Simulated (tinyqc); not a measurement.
# Dead time and true rate from two light levels

Problem. A non-paralysable detector measures m = n/(1 + n td); dark counts are negligible. Find td and the true rate at the lower flux.

measured rates at a photon flux and at four times that flux (1/s): [1.5254237e6, 4.1860465e6]

Solution. 1/m = 1/n + td, so the difference of the inverse rates is 3/(4 n).

td = 100.0 ns
n = 1.800e6 1/s

Computed by the program tinyqc: `OMP_NUM_THREADS=1 python tinyqc.py 2630020 2630021 out.jsonl`, one thread of a shared Intel Xeon 2.30GHz, about 0.01 s for the whole run.
